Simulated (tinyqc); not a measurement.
Solubility, supersaturation, precipitation and gettering of an impurity in a silicon-like host. Changing the anneal time t. Computed by tinyqc, a small Python program. Command: `OMP_NUM_THREADS=1 python tinyqc.py 3014442 3014443 out.jsonl ripen sweep`. One thread of a shared host (Intel(R) Xeon(R) Processor @ 2.30GHz), about 0.01 s of CPU time with the checks.

The wafer was saturated at T1 and is then held at T.

Inputs (values chosen for the exercise, modelled on chromium in silicon):
```
quantity,value,unit
site density N0,5e+22,1/cm^3
enthalpy of solution H,2.72,eV
entropy of solution S,5.1,k_B
diffusion prefactor D0,0.00077,cm^2/s
migration energy Q,0.787,eV
temperature of saturation T1,1400,K
anneal temperature T,1114,K
sink density n,1.4e+10,1/cm^3
initial sink radius r0,18,nm
impurity density in the precipitate C_p,2e+22,1/cm^3
interface energy gamma,0.3,J/m^2
```

Constants: k_B = 8.617333262e-05 eV/K; k_B = 1.380649e-23 J/K.

Method:
- C_eq(T) = N0 exp(S/k_B - H/(k_B T)); D(T) = D0 exp(-Q/(k_B T)); C0 = C_eq(T1). Supersaturation s = C0/C_eq(T); critical radius r* = 2 gamma/(C_p k_B T ln s); barrier W* = (4 pi/3) gamma r*^2. Strain energy is left out.
- tau0 = 1/(4 pi n r0 D); C_fixed(t) = C_eq + (C0 - C_eq) exp(-t/tau0). If all excess precipitates, the final radius is r_f = [r0^3 + 3 (C0 - C_eq)/(4 pi n C_p)]^(1/3), with tau_f = 1/(4 pi n r_f D).
- Growing sinks: with y = r/r_f and y0 = r0/r_f, dy/dt = (1 - y^3)/(3 tau_f y), which integrates to t/tau_f = F(y) - F(y0), F(y) = (1/2) ln[(1 + y + y^2)/(1 - y)^2] - sqrt(3) arctan[(2y + 1)/sqrt(3)]; the share of the excess left is (1 - y^3)/(1 - y0^3), and C(t) = C_eq + (C0 - C_eq) x share.

One run for each value:
```
anneal time t (s),radius at t (nm),share of the excess left,C(t) with growing sinks (1/cm^3),C_fixed(t) (1/cm^3)
0.04,18.003,9.9732e-01,1.3217e+15,1.3217e+15
0.13,18.010,9.9131e-01,1.3138e+15,1.3138e+15
0.4,18.031,9.7350e-01,1.2902e+15,1.2903e+15
1.2,18.089,9.2246e-01,1.2228e+15,1.2231e+15
3.9,18.265,7.6822e-01,1.0190e+15,1.0211e+15
12,18.627,4.3994e-01,5.8531e+14,5.9468e+14
39,19.023,6.5760e-02,9.0943e+13,1.0057e+14
120,19.091,2.0710e-04,4.3333e+12,4.4807e+12
380,19.091,1.9090e-12,4.0597e+12,4.0597e+12
1200,19.091,8.6782e-38,4.0597e+12,4.0597e+12
```

Describe and explain the trends.

Over the rows, radius at t (nm) rises from 18.0 to 19.1, flat over part of the range; share of the excess left falls from 0.997 to 8.68e-38 (exponent d ln y / d ln x -0.0051 between the first rows and -51 between the last); C(t) with growing sinks (1/cm^3) falls from 1.32e15 to 4.06e12. The exponent of radius at t stays between 0.00 and 0.02, near 0: not yet started, or complete.

Caution (all rows): the barrier to homogeneous nucleation is below 35 k_B T for these inputs, so new precipitates would form and outnumber the fixed sinks assumed here.

Extremes, crossings and ranges named in words are read from the listed rows.
